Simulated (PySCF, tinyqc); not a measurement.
Inside a calculation. Method: CCSD on RHF in the sto-6g basis, frozen core, for BeH+, spin multiplicity 1. The lowest restricted solution is unstable here: a spin-polarised one lies 0.0182 hartree lower (PySCF). Computed by tinyqc, a small Python program that keeps every step (integrals from PySCF). Settings: charge = 1, multiplicity = 1, basis = sto-6g, method = RHF, frozen orbitals = 1, energy threshold = 1e-10, iteration cap = 81, orthogonalisation = symmetric, start = atomic densities, DIIS depth = 6, amplitude equations = CCSD, DIIS depth for amplitudes = 0, cap on updates = 54. Command: `OMP_NUM_THREADS=1 python tinyqc.py 20711 20712 out.jsonl` (the two numbers bound the seeds that draw the settings). One thread of a shared host (Intel(R) Xeon(R) Processor @ 2.60GHz), about 0.4 s of CPU time with the checks. The early iterations of the SCF are left out here.

## One-electron integrals

Geometry (angstrom):
```
atom         x         y         z
Be    0.000000  0.000000  0.000000
H     0.000000  0.000000  1.959000
```

Basis sto-6g: exponents (1/bohr^2) and contraction coefficients of normalised primitives:
```
element  l (shell)    exponent  coefficient
Be           s (1)  312.870494     0.009164
Be           s (1)   57.364463     0.049361
Be           s (1)   16.048509     0.168538
Be           s (1)    5.513096     0.370563
Be           s (1)    2.140897     0.416492
Be           s (1)    0.881739     0.130334
Be           s (2)   13.633247    -0.013253
Be           s (2)    2.698375    -0.046992
Be           s (2)    0.838653    -0.033785
Be           s (2)    0.322660     0.250242
Be           s (2)    0.140131     0.595117
Be           s (2)    0.064233     0.240706
Be           p (3)   13.633247     0.003760
Be           p (3)    2.698375     0.037679
Be           p (3)    0.838653     0.173897
Be           p (3)    0.322660     0.418036
Be           p (3)    0.140131     0.425860
Be           p (3)    0.064233     0.101708
H            s (1)   35.523221     0.009164
H            s (1)    6.513144     0.049361
H            s (1)    1.822143     0.168538
H            s (1)    0.625955     0.370563
H            s (1)    0.243077     0.416492
H            s (1)    0.100112     0.130334
```

Overlap, kinetic and nuclear-attraction integrals over the contracted functions; the nuclear repulsion is the sum of Za Zb / Rab.

nuclear repulsion = 1.08050477 hartree

overlap S, order 1Be 1s, 1Be 2s, 1Be 2px, 1Be 2py, 1Be 2pz, 2H 1s:
```
[[1.000000, 0.254764, 0.000000, 0.000000, 0.000000, 0.017876],
 [0.254764, 1.000000, 0.000000, 0.000000, 0.000000, 0.245209],
 [0.000000, 0.000000, 1.000000, 0.000000, 0.000000, 0.000000],
 [0.000000, 0.000000, 0.000000, 1.000000, 0.000000, 0.000000],
 [0.000000, 0.000000, 0.000000, 0.000000, 1.000000, 0.323615],
 [0.017876, 0.245209, 0.000000, 0.000000, 0.323615, 1.000000]]
```

kinetic energy T (hartree), order 1Be 1s, 1Be 2s, 1Be 2px, 1Be 2py, 1Be 2pz, 2H 1s:
```
[[6.768753, -0.207382, 0.000000, 0.000000, 0.000000, -0.007055],
 [-0.207382, 0.220121, 0.000000, 0.000000, 0.000000, 0.007528],
 [0.000000, 0.000000, 0.661265, 0.000000, 0.000000, 0.000000],
 [0.000000, 0.000000, 0.000000, 0.661265, 0.000000, 0.000000],
 [0.000000, 0.000000, 0.000000, 0.000000, 0.661265, 0.049301],
 [-0.007055, 0.007528, 0.000000, 0.000000, 0.049301, 0.768522]]
```

nuclear attraction V (hartree), order 1Be 1s, 1Be 2s, 1Be 2px, 1Be 2py, 1Be 2pz, 2H 1s:
```
[[-14.984917, -1.719552, 0.000000, 0.000000, -0.008870, -0.129746],
 [-1.719552, -2.567439, 0.000000, 0.000000, -0.086627, -0.539046],
 [0.000000, 0.000000, -2.548022, 0.000000, 0.000000, 0.000000],
 [0.000000, 0.000000, 0.000000, -2.548022, 0.000000, 0.000000],
 [-0.008870, -0.086627, 0.000000, 0.000000, -2.605960, -0.698361],
 [-0.129746, -0.539046, 0.000000, 0.000000, -0.698361, -2.319445]]
```

core Hamiltonian H = T + V (hartree), order 1Be 1s, 1Be 2s, 1Be 2px, 1Be 2py, 1Be 2pz, 2H 1s:
```
[[-8.216164, -1.926934, 0.000000, 0.000000, -0.008870, -0.136802],
 [-1.926934, -2.347318, 0.000000, 0.000000, -0.086627, -0.531518],
 [0.000000, 0.000000, -1.886756, 0.000000, 0.000000, 0.000000],
 [0.000000, 0.000000, 0.000000, -1.886756, 0.000000, 0.000000],
 [-0.008870, -0.086627, 0.000000, 0.000000, -1.944694, -0.649059],
 [-0.136802, -0.531518, 0.000000, 0.000000, -0.649059, -1.550923]]
```

## Two-electron integrals

Functions are numbered as in S; the eight-fold symmetry (ij|kl) = (ji|kl) = (kl|ij) leaves the list below.

Two-electron integrals (ij|kl) in chemists' order, unique and non-zero (hartree):
```
(11|11) 2.299996   (21|11) 0.361879   (21|21) 0.071926   (22|11) 0.570332
(22|21) 0.139654   (22|22) 0.417773   (31|31) 0.015252   (32|31) 0.022555
(32|32) 0.092340   (33|11) 0.570332   (33|21) 0.139654   (33|22) 0.417773
(33|33) 0.450117   (41|41) 0.015252   (42|41) 0.022555   (42|42) 0.092340
(43|43) 0.024258   (44|11) 0.570332   (44|21) 0.139654   (44|22) 0.417773
(44|33) 0.401601   (44|44) 0.450117   (51|51) 0.015252   (52|51) 0.022555
(52|52) 0.092340   (53|53) 0.024258   (54|54) 0.024258   (55|11) 0.570332
(55|21) 0.139654   (55|22) 0.417773   (55|33) 0.401601   (55|44) 0.401601
(55|55) 0.450117   (61|11) 0.025625   (61|21) 0.004970   (61|22) 0.009698
(61|33) 0.009618   (61|44) 0.009618   (61|51) 0.000499   (61|52) 0.000994
(61|55) 0.009859   (61|61) 0.000364   (62|11) 0.094879   (62|21) 0.023800
(62|22) 0.081956   (62|33) 0.078568   (62|44) 0.078568   (62|51) 0.003171
(62|52) 0.021658   (62|55) 0.088734   (62|61) 0.001845   (62|62) 0.028864
(63|31) 0.001800   (63|32) 0.009229   (63|53) 0.003321   (63|63) 0.001999
(64|41) 0.001800   (64|42) 0.009229   (64|54) 0.003321   (64|64) 0.001999
(65|11) 0.114393   (65|21) 0.028950   (65|22) 0.103412   (65|33) 0.097568
(65|44) 0.097568   (65|51) 0.005021   (65|52) 0.033523   (65|55) 0.115099
(65|61) 0.002317   (65|62) 0.040781   (65|65) 0.058550   (66|11) 0.269938
(66|21) 0.068734   (66|22) 0.263851   (66|33) 0.247462   (66|44) 0.247462
(66|51) 0.008777   (66|52) 0.080953   (66|55) 0.296628   (66|61) 0.005379
(66|62) 0.128997   (66|65) 0.190838   (66|66) 0.774999
```

## Orthogonalisation

S = U s U^T; symmetric (Loewdin) form X = U s^(-1/2) U^T, so that X^T S X = 1.

eigenvalues of S: [0.565293, 0.806211, 1.000000, 1.000000, 1.179846, 1.448651]

X, order 1Be 1s, 1Be 2s, 1Be 2px, 1Be 2py, 1Be 2pz, 2H 1s:
```
[[1.026197, -0.136831, 0.000000, 0.000000, -0.005082, 0.017638],
 [-0.136831, 1.053089, 0.000000, 0.000000, 0.035120, -0.141307],
 [0.000000, 0.000000, 1.000000, 0.000000, 0.000000, 0.000000],
 [0.000000, 0.000000, 0.000000, 1.000000, 0.000000, 0.000000],
 [-0.005082, 0.035120, 0.000000, 0.000000, 1.044807, -0.181211],
 [0.017638, -0.141307, 0.000000, 0.000000, -0.181211, 1.071138]]
```

## Starting guess

The start is atomic minimal-basis densities projected into this basis (PySCF's MINAO start) and scaled to the electron count of each spin; this density is not idempotent, so its energy is not variational and may lie below the converged one.

D at the start, order 1Be 1s, 1Be 2s, 1Be 2px, 1Be 2py, 1Be 2pz, 2H 1s:
```
[[1.721963, -0.419329, 0.000000, 0.000000, 0.006614, -0.025454],
 [-0.419329, 1.662153, 0.000000, 0.000000, -0.018249, 0.105242],
 [0.000000, 0.000000, 0.000000, 0.000000, 0.000000, 0.000000],
 [0.000000, 0.000000, 0.000000, 0.000000, 0.000000, 0.000000],
 [0.006614, -0.018249, 0.000000, 0.000000, 0.001199, 0.026253],
 [-0.025454, 0.105242, 0.000000, 0.000000, 0.026253, 0.760650]]
```

## Iteration 9 (converged): orbitals

converged F (hartree), order 1Be 1s, 1Be 2s, 1Be 2px, 1Be 2py, 1Be 2pz, 2H 1s:
```
[[-5.048127, -1.354644, 0.000000, 0.000000, 0.014911, -0.095388],
 [-1.354644, -0.809193, 0.000000, 0.000000, -0.084588, -0.324142],
 [0.000000, 0.000000, -0.121182, 0.000000, 0.000000, 0.000000],
 [0.000000, 0.000000, 0.000000, -0.121182, 0.000000, 0.000000],
 [0.014911, -0.084588, 0.000000, 0.000000, -0.208908, -0.283210],
 [-0.095388, -0.324142, 0.000000, 0.000000, -0.283210, -0.389289]]
```

Diagonalise F' = X^T F X, C = X C', fill 2 alpha and 2 beta electrons from the bottom; D = 2 C_occ C_occ^T. Each column has its largest component positive (the first on a tie).

F' = X^T F X (hartree):
```
[[-4.953046, -0.660050, 0.000000, 0.000000, 0.014931, 0.026090],
 [-0.660050, -0.520349, 0.000000, 0.000000, -0.027974, -0.217356],
 [0.000000, 0.000000, -0.121182, 0.000000, 0.000000, 0.000000],
 [0.000000, 0.000000, 0.000000, -0.121182, 0.000000, 0.000000],
 [0.014931, -0.027974, 0.000000, 0.000000, -0.136652, -0.214834],
 [0.026090, -0.217356, 0.000000, 0.000000, -0.214834, -0.264445]]
```

orbital energies (hartree): [-5.049272, -0.626659, -0.250889, -0.121182, -0.121182, 0.052327]

coefficients C, order 1Be 1s, 1Be 2s, 1Be 2px, 1Be 2py, 1Be 2pz, 2H 1s:
```
[[0.995752, -0.193994, -0.188601, 0.000000, 0.000000, 0.086105],
 [0.016288, 0.685188, 0.725061, 0.000000, 0.000000, -0.391737],
 [0.000000, 0.000000, 0.000000, 0.999609, 0.027968, 0.000000],
 [0.000000, 0.000000, 0.000000, -0.027968, 0.999609, 0.000000],
 [-0.002390, 0.242992, -0.560399, 0.000000, 0.000000, -0.867537],
 [-0.001406, 0.505619, -0.433967, 0.000000, 0.000000, 0.869754]]
```

D after iteration 9, order 1Be 1s, 1Be 2s, 1Be 2px, 1Be 2py, 1Be 2pz, 2H 1s:
```
[[2.058312, -0.233407, 0.000000, 0.000000, -0.099039, -0.198975],
 [-0.233407, 0.939496, 0.000000, 0.000000, 0.332913, 0.692843],
 [0.000000, 0.000000, 0.000000, 0.000000, 0.000000, 0.000000],
 [0.000000, 0.000000, 0.000000, 0.000000, 0.000000, 0.000000],
 [-0.099039, 0.332913, 0.000000, 0.000000, 0.118102, 0.245730],
 [-0.198975, 0.692843, 0.000000, 0.000000, 0.245730, 0.511306]]
```

Within a degenerate level the vectors are fixed only up to a rotation; this is one choice.

## Convergence

Stop when the energy changes by less than 1e-10 hartree and every element of the error matrix X^T (F D S - S D F) X is below 3e-06.

Course of the cycle:
```
iteration   E (hartree)     change  largest element of the error matrix
1          -12.72614843          -                             1.05e-01
2          -14.69240015  -1.97e+00                             1.64e-01
3          -14.72085306  -2.85e-02                             1.09e-01
4          -14.74351351  -2.27e-02                             8.89e-03
5          -14.74383545  -3.22e-04                             3.49e-03
6          -14.74385305  -1.76e-05                             8.55e-04
7          -14.74385439  -1.34e-06                             5.43e-05
8          -14.74385440  -8.33e-09                             2.85e-07
9          -14.74385440  -1.92e-13                             1.46e-07
```

PySCF RHF in the same basis = -14.74385440 hartree

Converged in 9 iterations.

## Populations, bond orders and dipole

Mulliken: Z minus the diagonal of D S on the atom; Loewdin: the same with S^(1/2) D S^(1/2); Mayer order: 2 sum_s sum (D(s) S)_ij (D(s) S)_ji over the two atoms.

Charges (e):
```
atom  Mulliken   Loewdin
1Be   0.757162  0.770899
2H    0.242838  0.229101
```

Mayer bond orders:
```
pair     order
2-1   0.941030
```

dipole moment about the origin, x y z (debye): [0.000000, 0.000000, -0.735345]

## Integrals over molecular orbitals

(pq|rs) = sum C_ip C_jq C_kr C_ls (ij|kl), one index at a time.

one-electron integrals over orbitals h = C^T H C (hartree):
```
[[-8.209199, 0.180412, 0.194509, 0.000000, 0.000000, -0.059581],
 [0.180412, -1.939228, -0.107078, 0.000000, 0.000000, 0.246324],
 [0.194509, -0.107078, -1.837150, 0.000000, 0.000000, -0.114130],
 [0.000000, 0.000000, 0.000000, -1.886756, 0.000000, 0.000000],
 [0.000000, 0.000000, 0.000000, 0.000000, -1.886756, 0.000000],
 [-0.059581, 0.246324, -0.114130, 0.000000, 0.000000, -1.664350]]
```

Two-electron integrals over orbitals (pq|rs), unique and non-zero (hartree); the lowest 1 orbital is frozen and left out:
```
(22|22) 0.437318    (32|22) -0.062590   (32|32) 0.074493    (33|22) 0.331232
(33|32) 0.028096    (33|33) 0.412292    (42|42) 0.046731    (43|42) 0.035932
(43|43) 0.047015    (44|22) 0.343978    (44|32) 0.049141    (44|33) 0.374034
(44|44) 0.450117    (52|52) 0.046731    (53|52) 0.035932    (53|53) 0.047015
(54|54) 0.024258    (55|22) 0.343978    (55|32) 0.049141    (55|33) 0.374034
(55|44) 0.401601    (55|55) 0.450117    (62|22) 0.011284    (62|32) -0.059095
(62|33) 0.000921    (62|44) -0.070766   (62|55) -0.070766   (62|62) 0.114628
(63|22) -0.057007   (63|32) 0.071489    (63|33) 0.043772    (63|44) 0.043099
(63|55) 0.043099    (63|62) -0.062692   (63|63) 0.088199    (64|42) -0.023538
(64|43) -0.005704   (64|64) 0.021501    (65|52) -0.023538   (65|53) -0.005704
(65|65) 0.021501    (66|22) 0.443473    (66|32) -0.064924   (66|33) 0.360547
(66|44) 0.349032    (66|55) 0.349032    (66|62) 0.031269    (66|63) -0.056612
(66|66) 0.475843
```

## CCSD: starting amplitudes

t_ij^ab = <ij||ab> / (e_i + e_j - e_a - e_b), whose energy is MP2.

Starting amplitudes (spin orbitals 1a, 1b, ...; amplitudes related by a flip of all spins are not repeated):
```
from      to          t
2a 2b  3a 3b  -0.099121
2a 2b  6a 6b  -0.084411
2a 2b  3a 6b   0.056027
2a 2b  4a 4b  -0.046224
2a 2b  5a 5b  -0.046224
```

correlation energy = -0.02800170 hartree

## CCSD: amplitude update 1

t_i^a D_i^a and t_ij^ab D_ij^ab are set to the remaining terms of the spin-orbital equations, evaluated with the old amplitudes; for the doubles these are <ij||ab> + 1/2 <ab||ef> t_ij^ef + 1/2 <mn||ij> t_mn^ab + P(ij)P(ab) <mb||ej> t_im^ae + terms in t^2 + terms with t1, D the orbital-energy denominators.

Amplitudes after update 1 (spin orbitals 1a, 1b, ...; amplitudes related by a flip of all spins are not repeated):
```
from      to          t
2a 2b  3a 3b  -0.137492
2a 2b  6a 6b  -0.113881
2a 2b  3a 6b   0.088369
2a 2b  4a 4b  -0.054859
2a 2b  5a 5b  -0.054859
2a        6a   0.015081
2a        3a   0.009565
```

correlation energy = -0.03885188 hartree

## CCSD: convergence

E_corr = 1/4 sum <ij||ab> t_ij^ab + 1/2 sum <ij||ab> t_i^a t_j^b; stop when the norm of the change is below 1e-8.

Course of the amplitude iterations:
```
update  correlation energy (hartree)  norm of the change
0                        -0.02800170                   -
1                        -0.03885188            1.38e-01
2                        -0.04344838            7.01e-02
3                        -0.04562750            4.17e-02
4                        -0.04676781            2.70e-02
5                        -0.04741359            1.84e-02
6                        -0.04780217            1.30e-02
7                        -0.04804708            9.33e-03
8                        -0.04820711            6.80e-03
9                        -0.04831471            4.99e-03
10                       -0.04838871            3.68e-03
11                       -0.04844054            2.73e-03
12                       -0.04847735            2.02e-03
13                       -0.04850380            1.50e-03
...                              ...                 ...
41                       -0.04857606            3.60e-07
42                       -0.04857606            2.68e-07
43                       -0.04857607            1.99e-07
44                       -0.04857607            1.48e-07
45                       -0.04857607            1.10e-07
46                       -0.04857607            8.15e-08
47                       -0.04857607            6.05e-08
48                       -0.04857607            4.49e-08
49                       -0.04857607            3.34e-08
50                       -0.04857607            2.48e-08
51                       -0.04857607            1.84e-08
52                       -0.04857607            1.37e-08
53                       -0.04857607            1.02e-08
54                       -0.04857607            7.54e-09
```

Converged amplitudes (spin orbitals 1a, 1b, ...; amplitudes related by a flip of all spins are not repeated):
```
from      to          t
2a 2b  3a 3b  -0.212992
2a 2b  3a 6b   0.124531
2a 2b  6a 6b  -0.118639
2a        6a   0.050766
2a 2b  4a 4b  -0.048873
2a 2b  5a 5b  -0.048873
2a        3a   0.044319
```

CCSD total energy = -14.79243047 hartree

T1 diagnostic, norm of the one-spin t1 over sqrt(correlated electrons) = 0.047652

Converged in 54 updates.
